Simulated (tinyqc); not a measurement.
# Worked calculation: small-signal admittance of a forward-biased p+-n diode

Computed by the program tinyqc: `OMP_NUM_THREADS=1 python tinyqc.py 2890122 2890123 out.jsonl`, one thread of a shared Intel Xeon 2.30GHz, about 0.01 s for the whole run. Printed values are rounded.

Holes injected into a neutral base of width wb with an ohmic contact at its end; low injection, p0 far above the equilibrium density. A small voltage v exp(i w t), w = 2 pi f, modulates the edge density by p0 v/Vt, and the small-signal density obeys Dp d2p/dx2 = (1/tau + i w) p.

Values chosen for this exercise; permittivity close to that of 4H silicon carbide:

| symbol | value | unit | meaning |
|---|---|---|---|
| T | 300 | K | temperature |
| eps_r | 9.7 |  | relative permittivity |
| Nd | 5.5e16 | cm^-3 | donor density of the base |
| Dp | 1.8 | cm^2/s | hole diffusion coefficient |
| tau | 4e-6 | s | hole lifetime |
| wb | 27 | um | width of the neutral base |
| p0 | 4.1e13 | cm^-3 | excess hole density at the junction edge |
| Na | 4e18 | cm^-3 | acceptor density of the p+ side |
| f | 16000 | Hz | signal frequency |

Constants: q = 1.602176634e-19 C, kB = 1.380649e-23 J/K, Vt = kB T/q, eps0 = 8.8541878128e-14 F/cm where lengths are in cm. Results are converted to the units shown.

## Closed-form admittance

L = sqrt(Dp tau); direct current J = (q Dp p0/L) coth(wb/L); k = sqrt(1 + i w tau)/L; diffusion admittance Y = (q Dp p0/Vt) k coth(k wb) = G + i w C_diff; junction capacitance C_j = sqrt(q eps0 eps_r Nd/(2 Vr)) in the depletion approximation, with the remaining barrier Vr = Vt ln(Na/p0), a rough value under forward bias; base-width modulation is left out.

L = 26.8328 um
J = 0.00576626 A/cm^2
k wb = 1.02562+0.19849i
Y = 0.223523+0.020265i S/cm^2
C_diff = 0.201582 uF/cm^2
C_j = 0.112878 uF/cm^2

G is 1.00 times its low-frequency value J/Vt, and C_diff is 1.79 times C_j.

## The same by finite differences

7 equal intervals, h = wb/7; u = small-signal density over its edge value, u_0 = 1, u_7 = 0; u_(i-1) + b u_i + u_(i+1) = 0 with b = -2 - h^2 (1/tau + i w)/Dp; Y = (q Dp p0/(Vt h)) (-b/2 - u_1), which includes the half box at the edge.

b = -2.02066-0.00831i

| node | u |
|---|---|
| 1 | 0.821269-0.013199i |
| 2 | 0.659617-0.019847i |
| 3 | 0.511761-0.021424i |
| 4 | 0.374656-0.019191i |
| 5 | 0.245453-0.014242i |
| 6 | 0.121441-0.007548i |

Y on the mesh = 0.224188+0.020578i S/cm^2

Against the closed form the real part is 0.30 % above it and the imaginary part 1.5 % above it; |k h| = 0.15.
